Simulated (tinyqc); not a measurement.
## Pull-up strength from the switching point

Question. Transistor (EKV form, voltages against the body): I = 2 n b Vt^2 [F(vp - Vs) - F(vp - Vd)] from drain to source, F(v) = ln^2(1 + exp(v/(2 Vt))), vp = (Vg - VT + sg |Vd - Vs|)/n. n-channel bodies are at 0; for the p-channel device all voltages are counted down from Vdd. b in uA/V^2 gives I in uA. In an inverter In(Vg = Vd = VM) equals Ip at the switching point VM. Find bp and the current there.

Values chosen for this exercise: temperature T = 400 K; supply voltage Vdd = 0.7 V; slope factor n = 1.21; drain-induced barrier lowering sg = 0.042; n-channel threshold VTn = 0.3 V; p-channel threshold (magnitude) VTp = 0.36 V; gain factor of the pull-down transistor bn = 670 uA/V^2.

Constants: q = 1.602176634e-19 C, kB = 1.380649e-23 J/K, Vt = kB T/q. Results are converted to the units shown.

VM = 0.284165388 V

Solution. Ip is proportional to bp, so bp is In(VM) over the p-channel current for unit b.

bp = 200.0 uA/V^2
current at VM = 0.8644 uA

Numbers from tinyqc (`OMP_NUM_THREADS=1 python tinyqc.py 2340028 2340029 out.jsonl`; about 0.04 s on one thread of a shared Intel Xeon 2.30GHz).
